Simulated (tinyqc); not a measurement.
Surface photovoltage measurement of the minority-carrier diffusion length in a wafer: one step, computed by the program tinyqc. Command: `OMP_NUM_THREADS=1 python tinyqc.py 3130297 3130298 out.jsonl spv walk`. One thread of a shared host (Intel(R) Xeon(R) Processor @ 2.30GHz), about 0.01 s of CPU time with the checks.

Low injection, steady light, a depletion layer much thinner than 1/alpha and L. The excess density dn is taken at the front edge of the neutral region; light that reaches the back is lost.

Question. The linear plot. alpha = (84.732/lambda - 76.417)^2 per cm with lambda in micrometre (an empirical fit for silicon between 0.7 and 1.05 micrometre). Thick wafer: dn = Phi L/((S_f + D/L)(L + 1/alpha)). Finite wafer, with s = S_b L/D, w = W/L, a = alpha L: dn = [Phi a/(a^2 - 1)] [a - B - exp(-alpha W)(a - s)/(cosh w + s sinh w)]/(S_f + B D/L), B = (sinh w + s cosh w)/(cosh w + s sinh w). Readings y = (Phi/dn) (1 + noise x g) at 780, 830, 880, 920, 950, 975 and 995 nm; a least-squares line y = c (1/alpha + L_app) gives L_app = intercept/slope.

Inputs (values chosen for the exercise, modelled on p-type silicon at room temperature): diffusion length L = 620 micrometre; wafer thickness W = 525 micrometre; diffusivity D = 24.4 cm^2/s; front recombination velocity S_f = 750 cm/s; back recombination velocity S_b = 8600 cm/s; photon flux entering = 5.5e+13 1/(cm^2 s); relative noise of each reading = 0.2 %.

normal deviates g for the noise: [0.46, 0.35, -0.51, 0.82, -0.09, 0.99, -1.26]

Give: the table «Readings» with the columns 1/alpha (micrometre), y (cm/s), line (cm/s), for lambda (nm) = 780, 830, 880, 920, 950, 975, 995; slope; apparent length L_app; error of L_app (rounded to 0.001).

Answer.

Readings:
```
lambda (nm)  1/alpha (micrometre)  y (cm/s)  line (cm/s)
780                          9.64    1332.2       1325.3
830                         15.18    1348.7       1344.6
880                         25.33    1377.7       1380.2
920                         40.66    1430.4       1433.8
950                         61.28    1496.8       1505.9
975                         90.92    1606.9       1609.6
995                        130.89    1756.1       1749.4
```

slope = 3.4980 cm/(s micrometre)

apparent length L_app = 369.23 micrometre

error of L_app (rounded to 0.001) = -40.448 %

Without noise the error would be -41.0 %, from the finite thickness at W/L = 0.8. S_f scales all readings alike and leaves L_app unchanged.
